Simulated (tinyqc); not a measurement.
# Via and link resistance from two via chains

Question. A chain of 1000 vias joined by 1000 metal links has R = 1000 (Rv + Rlink), with Rlink proportional to the link length. Find Rv, Rlink for length L, and the value of Rv that the short chain would give if the links were ignored.

resistance of chains of 1000 links with link lengths L and 3 L (ohm): [19900, 41900]

Solution. R per link is a straight line in the link length; its intercept at zero length is Rv.

Rv = 8.90 ohm
Rlink = 11.0 ohm
Rv without correction = 19.9 ohm

Numbers from tinyqc (`OMP_NUM_THREADS=1 python tinyqc.py 2750121 2750122 out.jsonl`; about 0.01 s on one thread of a shared Intel Xeon 2.30GHz).
